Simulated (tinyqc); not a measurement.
Worked calculation: alloy A(1-x)B(x) by interpolation with bowing. Values are carried at full precision from step to step, so a last printed digit may differ when a step is redone from the rounded ones.

Each gap follows E(x) = (1 - x) E_A + x E_B - C x (1 - x); the lattice constant follows Vegard, a(x) = (1 - x) a_A + x a_B.

Constants: hc = 1239.841984 eV nm; kB = 8.617333262e-05 eV/K.

Values chosen for the exercise (A near InAs, B near GaAs; shifted at random, so the results belong to these values and not to a real crystal):
- a = (6.065, 5.655) angstrom (lattice constant of A, B)
- x = 0.22 (fraction of B)
- Eg = (0.413, 1.528) eV (gap at Gamma to the s-like level of A, B)
- EgX = (1.447, 2.008) eV (gap to the lowest valley along Gamma-X of A, B)
- EgL = (1.131, 1.792) eV (gap to L of A, B)
- C = (0.425, 1.342, 0.345) eV (bowing of the Gamma, X and L gaps)
- Dso = (0.39, 0.343) eV (spin-orbit splitting of A, B)
- Ep = (21.6, 25.5) eV (Kane energy of A, B)
- me = (0.0257, 0.0669) m0 (electron mass at Gamma of A, B)
- Cs = 0.17 eV (bowing of Dso)
- md = (0.0338, 0.97, 0.58) m0 (density-of-states masses of Gamma, all X and all L valleys)
- T = 200 K (temperature)

## Gaps and lattice constant at x

Also give the wavelength hc/E of the lowest gap.

a(x) = 5.9748 angstrom

linear parts (eV): Gamma 0.6583, X 1.5704, L 1.2764

bowing terms C x (1 - x) (eV): Gamma 0.0729, X 0.2303, L 0.0592

gaps (eV): Gamma 0.5854, X 1.3401, L 1.2172

wavelength of the lowest gap = 2118.0 nm

The lowest valley is Gamma, so the gap is direct; the next, L, lies 632 meV higher.

## Where the valleys cross

The difference of two gaps is a quadratic q2 x^2 + q1 x + q0 with q2 = C_i - C_j, q1 = (E_B - E_A - C)_i - (E_B - E_A - C)_j, q0 = E_A,i - E_A,j; give its roots between 0 and 1 (a dash: none).

Crossings:
```
pair         q2      q1      q0  first root  second root
Gamma-X  -0.917   1.471  -1.034           -            -
Gamma-L   0.080   0.374  -0.718           -            -
X-L       0.997  -1.097   0.316           -            -
```

The lowest valley is Gamma at every x.

## Electron mass of the alloy

Mass at Gamma from the Kane formula 1/m = F + Ep (Eg + 2 Dso/3)/(Eg (Eg + Dso)). F is fixed by the masses of A and B and interpolated linearly, as is Ep; Eg and Dso carry their bowing.

Compare with the linear interpolation of the masses.

F of A, B: [-4.9227, -0.7210]

Ep, Eg, Dso at x (eV): [22.4580, 0.5854, 0.3505]

m(x) from the Kane formula = 0.0338 m0
m(x) linear = 0.0348 m0

The Kane value lies 2.7 % below the linear one.

## Shares of the electrons in the valleys

Non-degenerate: n_i proportional to md_i^(3/2) exp(-E_i/kT).

md^(3/2): Gamma 0.0062, X 0.9553, L 0.4417

(E - E_min)/kT: Gamma 0.00, X 43.79, L 36.66

shares: Gamma 1.000, X 0.000, L 0.000

Gamma holds most electrons (100.0 %).

(tinyqc, `OMP_NUM_THREADS=1 python tinyqc.py 1080689 1080690 out.jsonl`, Intel(R) Xeon(R) Processor @ 2.30GHz, 1 thread, shared host, about 0.01 s.)
